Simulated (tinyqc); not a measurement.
# On-chip interconnect, size-dependent resistivity and RC delay: two studies

A rectangular line between two neighbours and two ground planes. Surface and grain-boundary scattering are added to the bulk resistivity as corrections; capacitances are parallel-plate values without fringing; inductance is ignored.

Values chosen for this exercise; metal values close to those of copper:
```
symbol  value     unit                                                     meaning
rho0     1.68  uohm cm                                            bulk resistivity
lam      40.9       nm                                         bulk mean free path
ps          0                                 specular share of surface scattering
Rg       0.39                           reflection coefficient of grain boundaries
gr          1                                      grain size over the metal width
wd         75       nm                                            drawn line width
AR          2                                      aspect ratio, height over width
tl        2.2       nm          liner on both walls and the bottom, not conducting
sp        110       nm                             space to the neighbouring lines
hd        130       nm             dielectric height to the planes above and below
ek        2.7                              relative permittivity of the dielectric
Mf          1                                      Miller factor of the neighbours
Lw         71       um                                                 line length
Rd       2400      ohm                                           driver resistance
Cl      0.057       fF                                            load capacitance
rho2     5.27  uohm cm  bulk resistivity of the second metal (close to molybdenum)
lam2     11.5       nm                          mean free path of the second metal
tl2       0.1       nm                                   liner of the second metal
```

Constants: eps0 = 8.8541878128e-12 F/m. Results are converted to the units shown.

Each table varies one quantity; the others keep the values above.

## Delay against the aspect ratio

Metal width x = wd - 2 tl, height y = AR wd - tl; grain boundaries (Mayadas-Shatzkes): al = (lam/(gr x)) Rg/(1 - Rg), g = 1/[1 - 3 al/2 + 3 al^2 - 3 al^3 ln(1 + 1/al)] - 1; surfaces (Fuchs-Sondheimer, thick limit): s = (3/8) lam (1 - ps)(1/x + 1/y); rho = rho0 (1 + g + s); r = rho/(x y); c = eps0 ek (2 wd/hd + 2 Mf AR wd/sp). Elmore delay tE = Rd (c Lw + Cl) + r Lw (c Lw/2 + Cl); t50 is the time at which the far end of a ladder of 30 pi sections (half capacitances at both ends, Cl at the far end, a step applied through Rd) reaches half the step; line share r Lw/(Rd + r Lw); estimate 0.69 Rd (c Lw + Cl) + 0.38 r c Lw^2 + 0.69 r Lw Cl.

Delay against the aspect ratio:
```
AR,rho (uohm cm),r (ohm/um),c (fF/um),tE (ps),t50 (ps),estimate (ps),line share of the resistance (%)
0.8,3.370,8.257,0.05366,10.43,7.347,7.276,19.63
1.2,3.217,5.190,0.06670,12.40,8.684,8.615,13.31
1.6,3.143,3.779,0.07974,14.50,10.13,10.06,10.05
2,3.098,2.969,0.09278,16.65,11.62,11.54,8.074
2.4,3.069,2.445,0.1058,18.83,13.12,13.04,6.744
2.8,3.048,2.077,0.1189,21.02,14.64,14.55,5.790
3.2,3.032,1.806,0.1319,23.22,16.16,16.06,5.072
3.6,3.020,1.597,0.1449,25.43,17.68,17.58,4.512
4,3.010,1.432,0.1580,27.63,19.21,19.11,4.064
```

Read the table: what changes, and by how much?

As AR goes from 0.8 to 4, r falls from 8.26 to 1.43 ohm/um, c rises from 0.0537 to 0.158 fF/um and t50 rises from 7.35 to 19.2 ps. t50/tE lies between 0.695 and 0.704, and the estimate is within 0.97 % of t50.

## Two metals against line width

Metal width x = wd - 2 tl, height y = AR wd - tl; grain boundaries (Mayadas-Shatzkes): al = (lam/(gr x)) Rg/(1 - Rg), g = 1/[1 - 3 al/2 + 3 al^2 - 3 al^3 ln(1 + 1/al)] - 1; surfaces (Fuchs-Sondheimer, thick limit): s = (3/8) lam (1 - ps)(1/x + 1/y); rho = rho0 (1 + g + s); r = rho/(x y). The second metal has rho2, lam2 and tl2 in place of rho0, lam and tl; ps, Rg, gr and AR are shared.

Results:
```
wd (nm),"rho, first (uohm cm)","rho, second (uohm cm)","r, first (ohm/um)","r, second (ohm/um)",ratio second/first
6.5,44.34,19.09,1.955e4,2348,0.1201
10,18.29,14.21,1835,728.9,0.3973
13,12.67,12.15,618.8,366.5,0.5923
17,9.274,10.54,231.5,185.0,0.7993
22,7.172,9.347,97.49,97.67,1.002
30,5.496,8.268,37.14,46.32,1.247
45,4.115,7.277,11.54,18.07,1.565
70,3.204,6.566,3.544,6.724,1.897
120,2.555,6.030,0.9294,2.098,2.257
```

Estimate the missing row, wd = 8 nm.

Computed row:
```
wd (nm),"rho, first (uohm cm)","rho, second (uohm cm)","r, first (ohm/um)","r, second (ohm/um)",ratio second/first
8,27.08,16.47,5451,1328,0.2436
```

With this row back in the table: The resistivity of the first metal falls from 44.3 to 2.55 uohm cm and that of the second goes from 19.1 to 6.03 uohm cm as the line widens. The products rho0 lam, which set the size effect, are 68.7 and 60.6 uohm cm nm. The two resistances cross at wd = 21.9 nm: below it the second metal gives the lower line resistance. For widths well under the mean free path the thick-limit surface term is only a guide.

Program tinyqc, `OMP_NUM_THREADS=1 python tinyqc.py 2100125 2100126 out.jsonl`; Intel Xeon 2.30GHz, shared host, one thread, about 0.01 s.
